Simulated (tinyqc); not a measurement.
UHF in the 6-31g basis, for H3-, spin multiplicity 1, step by step (part 1 of 3). The basis has no diffuse functions, so it cannot describe the extra electron: this is an exercise in the method, not the real anion. Computed by tinyqc, a small Python program that keeps every step (integrals from PySCF). Settings: charge = -1, multiplicity = 1, basis = 6-31g, energy threshold = 1e-09, iteration cap = 59, orthogonalisation = symmetric, start = core, DIIS depth = 6, DIIS from iteration = 3, method = UHF, break = 0.4. Command: `OMP_NUM_THREADS=1 python tinyqc.py 20807 20808 out.jsonl` (the two numbers bound the seeds that draw the settings). One thread of a shared host (Intel(R) Xeon(R) Processor @ 2.60GHz), about 0.2 s of CPU time with the checks. Later iterations appear only in the table of the cycle.

## One-electron integrals

Geometry (angstrom):
```
atom         x         y          z
H     0.000000  0.000000   0.000000
H     0.000000  0.000000   1.563000
H     0.000000  0.000000  -1.563000
```

Basis 6-31g: exponents (1/bohr^2) and contraction coefficients of normalised primitives:
```
element  l (shell)   exponent  coefficient
H            s (1)  18.731137     0.033495
H            s (1)   2.825394     0.234727
H            s (1)   0.640122     0.813757
H            s (2)   0.161278     1.000000
```

Overlap, kinetic and nuclear-attraction integrals over the contracted functions; the nuclear repulsion is the sum of Za Zb / Rab.

nuclear repulsion = 0.84641269 hartree

overlap S, order 1H 1s, 1H 2s, 2H 1s, 2H 2s, 3H 1s, 3H 2s:
```
[[1.000000, 0.658292, 0.043388, 0.209422, 0.043388, 0.209422],
 [0.658292, 1.000000, 0.209422, 0.494853, 0.209422, 0.494853],
 [0.043388, 0.209422, 1.000000, 0.658292, 0.000009, 0.006879],
 [0.209422, 0.494853, 0.658292, 1.000000, 0.006879, 0.059966],
 [0.043388, 0.209422, 0.000009, 0.006879, 1.000000, 0.658292],
 [0.209422, 0.494853, 0.006879, 0.059966, 0.658292, 1.000000]]
```

kinetic energy T (hartree), order 1H 1s, 1H 2s, 2H 1s, 2H 2s, 3H 1s, 3H 2s:
```
[[1.395678, 0.259735, -0.042601, 0.019400, -0.042601, 0.019400],
 [0.259735, 0.241917, 0.019400, 0.063568, 0.019400, 0.063568],
 [-0.042601, 0.019400, 1.395678, 0.259735, -0.000058, -0.005451],
 [0.019400, 0.063568, 0.259735, 0.241917, -0.005451, -0.012708],
 [-0.042601, 0.019400, -0.000058, -0.005451, 1.395678, 0.259735],
 [0.019400, 0.063568, -0.005451, -0.012708, 0.259735, 0.241917]]
```

nuclear attraction V (hartree), order 1H 1s, 1H 2s, 2H 1s, 2H 2s, 3H 1s, 3H 2s:
```
[[-2.330360, -1.187988, -0.069479, -0.361266, -0.069479, -0.361266],
 [-1.187988, -1.306012, -0.340602, -0.623951, -0.340602, -0.623951],
 [-0.069479, -0.340602, -2.161078, -1.076587, -0.000018, -0.010605],
 [-0.361266, -0.623951, -1.076587, -1.142714, -0.010605, -0.078317],
 [-0.069479, -0.340602, -0.000018, -0.010605, -2.161078, -1.076587],
 [-0.361266, -0.623951, -0.010605, -0.078317, -1.076587, -1.142714]]
```

core Hamiltonian H = T + V (hartree), order 1H 1s, 1H 2s, 2H 1s, 2H 2s, 3H 1s, 3H 2s:
```
[[-0.934682, -0.928253, -0.112080, -0.341866, -0.112080, -0.341866],
 [-0.928253, -1.064096, -0.321202, -0.560383, -0.321202, -0.560383],
 [-0.112080, -0.321202, -0.765400, -0.816852, -0.000076, -0.016057],
 [-0.341866, -0.560383, -0.816852, -0.900797, -0.016057, -0.091024],
 [-0.112080, -0.321202, -0.000076, -0.016057, -0.765400, -0.816852],
 [-0.341866, -0.560383, -0.016057, -0.091024, -0.816852, -0.900797]]
```

## Two-electron integrals

Functions are numbered as in S; the eight-fold symmetry (ij|kl) = (ji|kl) = (kl|ij) leaves the list below.

Two-electron integrals (ij|kl) in chemists' order, unique and non-zero (hartree):
```
(11|11) 1.076566   (21|11) 0.578470   (21|21) 0.329423   (22|11) 0.587396
(22|21) 0.361304   (22|22) 0.453150   (31|11) 0.027514   (31|21) 0.016918
(31|22) 0.020916   (31|31) 0.001689   (32|11) 0.086269   (32|21) 0.055896
(32|22) 0.078421   (32|31) 0.006392   (32|32) 0.032700   (33|11) 0.338435
(33|21) 0.222388   (33|22) 0.328360   (33|31) 0.027514   (33|32) 0.172406
(33|33) 1.076566   (41|11) 0.172406   (41|21) 0.099651   (41|22) 0.111918
(41|31) 0.006392   (41|32) 0.021566   (41|33) 0.086269   (41|41) 0.032700
(42|11) 0.242164   (42|21) 0.152183   (42|22) 0.200508   (42|31) 0.012285
(42|32) 0.052997   (42|33) 0.242164   (42|41) 0.052997   (42|42) 0.110967
(43|11) 0.222388   (43|21) 0.145744   (43|22) 0.213340   (43|31) 0.016918
(43|32) 0.099651   (43|33) 0.578470   (43|41) 0.055896   (43|42) 0.152183
(43|43) 0.329423   (44|11) 0.328360   (44|21) 0.213340   (44|22) 0.306927
(44|31) 0.020916   (44|32) 0.111918   (44|33) 0.587396   (44|41) 0.078421
(44|42) 0.200508   (44|43) 0.361304   (44|44) 0.453150   (51|11) 0.027514
(51|21) 0.016918   (51|22) 0.020916   (51|31) 0.000646   (51|32) 0.002355
(51|33) 0.009823   (51|41) 0.004365   (51|42) 0.007049   (51|43) 0.006466
(51|44) 0.009807   (51|51) 0.001689   (52|11) 0.086269   (52|21) 0.055896
(52|22) 0.078421   (52|31) 0.002355   (52|32) 0.009148   (52|33) 0.039137
(52|41) 0.014799   (52|42) 0.026527   (52|43) 0.025764   (52|44) 0.039126
(52|51) 0.006392   (52|52) 0.032700   (53|11) 0.000009   (53|21) 0.000005
(53|22) 0.000005   (53|31) 2.51e-07   (53|32) 8.03e-07   (53|33) 3.16e-06
(53|41) 1.52e-06   (53|42) 2.23e-06   (53|43) 2.08e-06   (53|44) 3.06e-06
(53|51) 2.51e-07   (53|52) 8.03e-07   (54|11) 0.003583   (54|21) 0.002262
(54|22) 0.002970   (54|31) 0.000091   (54|32) 0.000343   (54|33) 0.001446
(54|41) 0.000594   (54|42) 0.001011   (54|43) 0.000952   (54|44) 0.001444
(54|51) 0.000233   (54|52) 0.001007   (54|53) 3.30e-08   (54|54) 0.000034
(55|11) 0.338435   (55|21) 0.222388   (55|22) 0.328360   (55|31) 0.009823
(55|32) 0.039137   (55|33) 0.169283   (55|41) 0.059786   (55|42) 0.111561
(55|43) 0.111437   (55|44) 0.169280   (55|51) 0.027514   (55|52) 0.172406
(55|53) 3.16e-06   (55|54) 0.004724   (55|55) 1.076566   (61|11) 0.172406
(61|21) 0.099651   (61|22) 0.111918   (61|31) 0.004365   (61|32) 0.014799
(61|33) 0.059786   (61|41) 0.028090   (61|42) 0.042769   (61|43) 0.039319
(61|44) 0.058829   (61|51) 0.006392   (61|52) 0.021566   (61|53) 1.52e-06
(61|54) 0.000855   (61|55) 0.086269   (61|61) 0.032700   (62|11) 0.242164
(62|21) 0.152183   (62|22) 0.200508   (62|31) 0.007049   (62|32) 0.026527
(62|33) 0.111561   (62|41) 0.042769   (62|42) 0.075160   (62|43) 0.073348
(62|44) 0.110369   (62|51) 0.012285   (62|52) 0.052997   (62|53) 2.23e-06
(62|54) 0.001830   (62|55) 0.242164   (62|61) 0.052997   (62|62) 0.110967
(63|11) 0.003583   (63|21) 0.002262   (63|22) 0.002970   (63|31) 0.000233
(63|32) 0.001007   (63|33) 0.004724   (63|41) 0.000855   (63|42) 0.001830
(63|43) 0.002837   (63|44) 0.003397   (63|51) 0.000091   (63|52) 0.000343
(63|53) 3.30e-08   (63|54) 0.000013   (63|55) 0.001446   (63|61) 0.000594
(63|62) 0.001011   (63|63) 0.000034   (64|11) 0.035224   (64|21) 0.021666
(64|22) 0.027174   (64|31) 0.001254   (64|32) 0.004703   (64|33) 0.019691
(64|41) 0.006711   (64|42) 0.012024   (64|43) 0.012793   (64|44) 0.018405
(64|51) 0.001254   (64|52) 0.004703   (64|53) 3.21e-07   (64|54) 0.000178
(64|55) 0.019691   (64|61) 0.006711   (64|62) 0.012024   (64|63) 0.000178
(64|64) 0.001630   (65|11) 0.222388   (65|21) 0.145744   (65|22) 0.213340
(65|31) 0.006466   (65|32) 0.025764   (65|33) 0.111437   (65|41) 0.039319
(65|42) 0.073348   (65|43) 0.073358   (65|44) 0.111431   (65|51) 0.016918
(65|52) 0.099651   (65|53) 2.08e-06   (65|54) 0.002837   (65|55) 0.578470
(65|61) 0.055896   (65|62) 0.152183   (65|63) 0.000952   (65|64) 0.012793
(65|65) 0.329423   (66|11) 0.328360   (66|21) 0.213340   (66|22) 0.306927
(66|31) 0.009807   (66|32) 0.039126   (66|33) 0.169280   (66|41) 0.058829
(66|42) 0.110369   (66|43) 0.111431   (66|44) 0.169148   (66|51) 0.020916
(66|52) 0.111918   (66|53) 3.06e-06   (66|54) 0.003397   (66|55) 0.587396
(66|61) 0.078421   (66|62) 0.200508   (66|63) 0.001444   (66|64) 0.018405
(66|65) 0.361304   (66|66) 0.453150
```

## Orthogonalisation

S = U s U^T; symmetric (Loewdin) form X = U s^(-1/2) U^T, so that X^T S X = 1.

eigenvalues of S: [0.157880, 0.317910, 0.381651, 1.109948, 1.622115, 2.410496]

X, order 1H 1s, 1H 2s, 2H 1s, 2H 2s, 3H 1s, 3H 2s:
```
[[1.270760, -0.551609, 0.022144, 0.054971, 0.022144, 0.054971],
 [-0.551609, 1.645169, 0.043704, -0.445472, 0.043704, -0.445472],
 [0.022144, 0.043704, 1.254949, -0.502218, -0.001697, -0.008537],
 [0.054971, -0.445472, -0.502218, 1.430801, -0.008537, 0.128716],
 [0.022144, 0.043704, -0.001697, -0.008537, 1.254949, -0.502218],
 [0.054971, -0.445472, -0.008537, 0.128716, -0.502218, 1.430801]]
```

## Starting guess

The start is the orbitals of the core Hamiltonian, with HOMO and LUMO mixed by +/-0.4 rad for the two spins; D(s) = C_occ C_occ^T for each spin.

D(alpha) at the start, order 1H 1s, 1H 2s, 2H 1s, 2H 2s, 3H 1s, 3H 2s:
```
[[0.178945, 0.237179, 0.082507, 0.064536, 0.001526, -0.046895],
 [0.237179, 0.315190, 0.112820, 0.090799, -0.011124, -0.079751],
 [0.082507, 0.112820, 0.052579, 0.051838, -0.054483, -0.095481],
 [0.064536, 0.090799, 0.051838, 0.056819, -0.083280, -0.129107],
 [0.001526, -0.011124, -0.054483, -0.083280, 0.209515, 0.279987],
 [-0.046895, -0.079751, -0.095481, -0.129107, 0.279987, 0.387545]]
```

D(beta) at the start, order 1H 1s, 1H 2s, 2H 1s, 2H 2s, 3H 1s, 3H 2s:
```
[[0.178945, 0.237179, 0.001526, -0.046895, 0.082507, 0.064536],
 [0.237179, 0.315190, -0.011124, -0.079751, 0.112820, 0.090799],
 [0.001526, -0.011124, 0.209515, 0.279987, -0.054483, -0.083280],
 [-0.046895, -0.079751, 0.279987, 0.387545, -0.095481, -0.129107],
 [0.082507, 0.112820, -0.054483, -0.095481, 0.052579, 0.051838],
 [0.064536, 0.090799, -0.083280, -0.129107, 0.051838, 0.056819]]
```

## Iteration 1: building the Fock matrix

J_ij = sum D_kl (ij|kl) with D = D(alpha) + D(beta), K_ij = sum D_kl (ik|jl) for each spin; F = H + J - K(s); E = tr D H + tr D J / 2 - 0.5 sum_s tr D(s) K(s) + E_nn.

Coulomb J (hartree), order 1H 1s, 1H 2s, 2H 1s, 2H 2s, 3H 1s, 3H 2s:
```
[[2.115235, 1.276311, 0.080253, 0.398732, 0.080253, 0.398732],
 [1.276311, 1.606250, 0.349244, 0.757658, 0.349244, 0.757658],
 [0.080253, 0.349244, 1.709618, 1.040358, 0.000019, 0.011918],
 [0.398732, 0.757658, 1.040358, 1.338335, 0.011918, 0.096321],
 [0.080253, 0.349244, 0.000019, 0.011918, 1.709618, 1.040358],
 [0.398732, 0.757658, 0.011918, 0.096321, 1.040358, 1.338335]]
```

exchange K(alpha) (hartree), order 1H 1s, 1H 2s, 2H 1s, 2H 2s, 3H 1s, 3H 2s:
```
[[0.597560, 0.481526, 0.127323, 0.234888, 0.068318, 0.174705],
 [0.481526, 0.471472, 0.148255, 0.240174, 0.185356, 0.259378],
 [0.127323, 0.148255, 0.210854, 0.195411, -0.028386, -0.002070],
 [0.234888, 0.240174, 0.195411, 0.227221, -0.016407, 0.030831],
 [0.068318, 0.185356, -0.028386, -0.016407, 0.668255, 0.512135],
 [0.174705, 0.259378, -0.002070, 0.030831, 0.512135, 0.466597]]
```

exchange K(beta) (hartree), order 1H 1s, 1H 2s, 2H 1s, 2H 2s, 3H 1s, 3H 2s:
```
[[0.597560, 0.481526, 0.068318, 0.174705, 0.127323, 0.234888],
 [0.481526, 0.471472, 0.185356, 0.259378, 0.148255, 0.240174],
 [0.068318, 0.185356, 0.668255, 0.512135, -0.028386, -0.016407],
 [0.174705, 0.259378, 0.512135, 0.466597, -0.002070, 0.030831],
 [0.127323, 0.148255, -0.028386, -0.002070, 0.210854, 0.195411],
 [0.234888, 0.240174, -0.016407, 0.030831, 0.195411, 0.227221]]
```

F(alpha) (hartree), order 1H 1s, 1H 2s, 2H 1s, 2H 2s, 3H 1s, 3H 2s:
```
[[0.582993, -0.133468, -0.159150, -0.178021, -0.100144, -0.117838],
 [-0.133468, 0.070682, -0.120214, -0.042898, -0.157315, -0.062103],
 [-0.159150, -0.120214, 0.733364, 0.028095, 0.028329, -0.002069],
 [-0.178021, -0.042898, 0.028095, 0.210317, 0.012267, -0.025535],
 [-0.100144, -0.157315, 0.028329, 0.012267, 0.275964, -0.288628],
 [-0.117838, -0.062103, -0.002069, -0.025535, -0.288628, -0.029060]]
```

F(beta) (hartree), order 1H 1s, 1H 2s, 2H 1s, 2H 2s, 3H 1s, 3H 2s:
```
[[0.582993, -0.133468, -0.100144, -0.117838, -0.159150, -0.178021],
 [-0.133468, 0.070682, -0.157315, -0.062103, -0.120214, -0.042898],
 [-0.100144, -0.157315, 0.275964, -0.288628, 0.028329, 0.012267],
 [-0.117838, -0.062103, -0.288628, -0.029060, -0.002069, -0.025535],
 [-0.159150, -0.120214, 0.028329, -0.002069, 0.733364, 0.028095],
 [-0.178021, -0.042898, 0.012267, -0.025535, 0.028095, 0.210317]]
```

total energy of this density = -1.37541111 hartree

## Iteration 1: diagonalisation and new density

Diagonalise F' = X^T F X, C = X C', fill 2 alpha and 2 beta electrons from the bottom; D(s) = C_occ C_occ^T. Each column has its largest component positive (the first on a tie).

F' = X^T F X (alpha) (hartree):
```
[[1.107580, -0.666226, -0.042383, -0.088799, 0.011072, -0.036018],
 [-0.666226, 0.629654, -0.083386, -0.157263, -0.070348, -0.132050],
 [-0.042383, -0.083386, 1.156417, -0.507303, 0.016398, 0.031016],
 [-0.088799, -0.157263, -0.507303, 0.574487, 0.037248, 0.018886],
 [0.011072, -0.070348, 0.016398, 0.037248, 0.773336, -0.673767],
 [-0.036018, -0.132050, 0.031016, 0.018886, -0.673767, 0.437423]]
```

orbital energies (alpha) (hartree): [-0.152785, 0.043529, 0.456973, 1.299455, 1.451677, 1.580048]

coefficients C (alpha), order 1H 1s, 1H 2s, 2H 1s, 2H 2s, 3H 1s, 3H 2s:
```
[[0.134027, 0.209088, -0.153228, 0.058187, -0.026495, -1.355315],
 [0.176903, 0.547059, -0.929731, -0.418908, 0.256350, 1.405488],
 [0.024175, 0.156789, 0.122158, -0.130337, 1.331185, -0.021587],
 [0.043781, 0.383139, 0.959293, 0.211162, -1.145946, -0.301306],
 [0.338752, -0.161452, 0.068360, -1.291390, -0.115697, -0.055054],
 [0.594546, -0.444023, 0.429990, 1.301980, 0.045944, -0.291076]]
```

F' = X^T F X (beta) (hartree):
```
[[1.107580, -0.666226, 0.011072, -0.036018, -0.042383, -0.088799],
 [-0.666226, 0.629654, -0.070348, -0.132050, -0.083386, -0.157263],
 [0.011072, -0.070348, 0.773336, -0.673767, 0.016398, 0.037248],
 [-0.036018, -0.132050, -0.673767, 0.437423, 0.031016, 0.018886],
 [-0.042383, -0.083386, 0.016398, 0.031016, 1.156417, -0.507303],
 [-0.088799, -0.157263, 0.037248, 0.018886, -0.507303, 0.574487]]
```

orbital energies (beta) (hartree): [-0.152785, 0.043529, 0.456973, 1.299455, 1.451677, 1.580048]

coefficients C (beta), order 1H 1s, 1H 2s, 2H 1s, 2H 2s, 3H 1s, 3H 2s:
```
[[0.134027, 0.209088, -0.153228, 0.058187, -0.026495, -1.355315],
 [0.176903, 0.547059, -0.929731, -0.418908, 0.256350, 1.405488],
 [0.338752, -0.161452, 0.068360, -1.291390, -0.115697, -0.055054],
 [0.594546, -0.444023, 0.429990, 1.301980, 0.045944, -0.291076],
 [0.024175, 0.156789, 0.122158, -0.130337, 1.331185, -0.021587],
 [0.043781, 0.383139, 0.959293, 0.211162, -1.145946, -0.301306]]
```

D(alpha) after iteration 1, order 1H 1s, 1H 2s, 2H 1s, 2H 2s, 3H 1s, 3H 2s:
```
[[0.061681, 0.138093, 0.036023, 0.085978, 0.011644, -0.013155],
 [0.138093, 0.330568, 0.090049, 0.217345, -0.028397, -0.137730],
 [0.036023, 0.090049, 0.025167, 0.061130, -0.017124, -0.055245],
 [0.085978, 0.217345, 0.061130, 0.148712, -0.047027, -0.144093],
 [0.011644, -0.028397, -0.017124, -0.047027, 0.140820, 0.273092],
 [-0.013155, -0.137730, -0.055245, -0.144093, 0.273092, 0.550642]]
```

D(beta) after iteration 1, order 1H 1s, 1H 2s, 2H 1s, 2H 2s, 3H 1s, 3H 2s:
```
[[0.061681, 0.138093, 0.011644, -0.013155, 0.036023, 0.085978],
 [0.138093, 0.330568, -0.028397, -0.137730, 0.090049, 0.217345],
 [0.011644, -0.028397, 0.140820, 0.273092, -0.017124, -0.047027],
 [-0.013155, -0.137730, 0.273092, 0.550642, -0.055245, -0.144093],
 [0.036023, 0.090049, -0.017124, -0.055245, 0.025167, 0.061130],
 [0.085978, 0.217345, -0.047027, -0.144093, 0.061130, 0.148712]]
```

## Iteration 2: building the Fock matrix

As before.

Coulomb J (hartree), order 1H 1s, 1H 2s, 2H 1s, 2H 2s, 3H 1s, 3H 2s:
```
[[1.841719, 1.140357, 0.075039, 0.359628, 0.075039, 0.359628],
 [1.140357, 1.498056, 0.338910, 0.721103, 0.338910, 0.721103],
 [0.075039, 0.338910, 1.673454, 1.022672, 0.000017, 0.011346],
 [0.359628, 0.721103, 1.022672, 1.317519, 0.011346, 0.089833],
 [0.075039, 0.338910, 0.000017, 0.011346, 1.673454, 1.022672],
 [0.359628, 0.721103, 0.011346, 0.089833, 1.022672, 1.317519]]
```

exchange K(alpha) (hartree), order 1H 1s, 1H 2s, 2H 1s, 2H 2s, 3H 1s, 3H 2s:
```
[[0.399165, 0.372093, 0.126886, 0.218467, 0.064251, 0.141095],
 [0.372093, 0.430053, 0.174968, 0.269789, 0.182719, 0.248083],
 [0.126886, 0.174968, 0.237141, 0.240943, -0.014566, 0.012146],
 [0.218467, 0.269789, 0.240943, 0.295849, -0.005426, 0.040932],
 [0.064251, 0.182719, -0.014566, -0.005426, 0.623801, 0.505676],
 [0.141095, 0.248083, 0.012146, 0.040932, 0.505676, 0.482122]]
```

exchange K(beta) (hartree), order 1H 1s, 1H 2s, 2H 1s, 2H 2s, 3H 1s, 3H 2s:
```
[[0.399165, 0.372093, 0.064251, 0.141095, 0.126886, 0.218467],
 [0.372093, 0.430053, 0.182719, 0.248083, 0.174968, 0.269789],
 [0.064251, 0.182719, 0.623801, 0.505676, -0.014566, -0.005426],
 [0.141095, 0.248083, 0.505676, 0.482122, 0.012146, 0.040932],
 [0.126886, 0.174968, -0.014566, 0.012146, 0.237141, 0.240943],
 [0.218467, 0.269789, -0.005426, 0.040932, 0.240943, 0.295849]]
```

F(alpha) (hartree), order 1H 1s, 1H 2s, 2H 1s, 2H 2s, 3H 1s, 3H 2s:
```
[[0.507873, -0.159989, -0.163927, -0.200705, -0.101293, -0.123333],
 [-0.159989, 0.003907, -0.157260, -0.109070, -0.165011, -0.087363],
 [-0.163927, -0.157260, 0.670913, -0.035123, 0.014507, -0.016856],
 [-0.200705, -0.109070, -0.035123, 0.120872, 0.000715, -0.042124],
 [-0.101293, -0.165011, 0.014507, 0.000715, 0.284253, -0.299856],
 [-0.123333, -0.087363, -0.016856, -0.042124, -0.299856, -0.065400]]
```

F(beta) (hartree), order 1H 1s, 1H 2s, 2H 1s, 2H 2s, 3H 1s, 3H 2s:
```
[[0.507873, -0.159989, -0.101293, -0.123333, -0.163927, -0.200705],
 [-0.159989, 0.003907, -0.165011, -0.087363, -0.157260, -0.109070],
 [-0.101293, -0.165011, 0.284253, -0.299856, 0.014507, 0.000715],
 [-0.123333, -0.087363, -0.299856, -0.065400, -0.016856, -0.042124],
 [-0.163927, -0.157260, 0.014507, -0.016856, 0.670913, -0.035123],
 [-0.200705, -0.109070, 0.000715, -0.042124, -0.035123, 0.120872]]
```

total energy of this density = -1.49726029 hartree
